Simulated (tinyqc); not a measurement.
Worked calculation: harmonic frequencies on the UHF/6-311g surface (energies and gradients from PySCF), for H2-, spin multiplicity 2. The basis has no diffuse functions, so it cannot describe the extra electron: this is an exercise in the method, not the real anion. Computed by tinyqc, a small Python program that keeps every step (integrals from PySCF). Settings: charge = -1, multiplicity = 2, basis = 6-311g, delta = 0.01. Command: `OMP_NUM_THREADS=1 python tinyqc.py 29616 29617 out.jsonl` (the two numbers bound the seeds that draw the settings). One thread of a shared host (Intel(R) Xeon(R) Processor @ 2.60GHz), about 0.9 s of CPU time with the checks.

## One row of the Hessian: 1Hz

optimised positions (bohr):
```
         x       y        z
1H  0.0000  0.0000  -0.8857
2H  0.0000  0.0000   2.1027
```

gradient at +delta (hartree/bohr):
```
           x         y          z
1H  0.000000  0.000000   0.000097
2H  0.000000  0.000000  -0.000097
```

gradient at -delta (hartree/bohr):
```
           x         y          z
1H  0.000000  0.000000  -0.000080
2H  0.000000  0.000000   0.000080
```

Displace 1Hz by +/-0.01 bohr; H(k, :) = (g(+) - g(-)) / (2 delta).

row of the Hessian (hartree/bohr^2): 1Hx 0.000000, 1Hy 0.000000, 1Hz 0.008864, 2Hx 0.000000, 2Hy 0.000000, 2Hz -0.008864

## Hessian by finite differences

All rows are made in the same way, and the matrix is symmetrised.

Hessian (symmetrised) (hartree/bohr^2), lower triangle:
```
           1Hx        1Hy        1Hz        2Hx        2Hy       2Hz
1Hx  -0.000003
1Hy   0.000000  -0.000003
1Hz   0.000000   0.000000   0.008864
2Hx   0.000003   0.000000   0.000000  -0.000003
2Hy   0.000000   0.000003   0.000000   0.000000  -0.000003
2Hz   0.000000   0.000000  -0.008864   0.000000   0.000000  0.008864
```

## Normal modes

masses (u): 1H 1.0078, 2H 1.0078

Diagonalise H_ij / sqrt(m_i m_j); the 5 smallest eigenvalues belong to translations and rotations; wavenumber = sqrt(eigenvalue / 1822.888) x 219474.63; each mode has its largest component positive (the first on a tie); zero-point energy = sum of wavenumbers / 2, with 349.755 1/cm per kcal/mol.

eigenvalues of the mass-weighted Hessian (hartree/(bohr^2 u)): 0.0000  0.0000  0.0000  0.0000  0.0000  0.0176

harmonic wavenumbers of the vibrations (1/cm): 681.8

mass-weighted modes:
```
      mode 1
1Hx   0.0000
1Hy   0.0000
1Hz   0.7071
2Hx   0.0000
2Hy   0.0000
2Hz  -0.7071
```

zero-point energy = 0.9746 kcal/mol
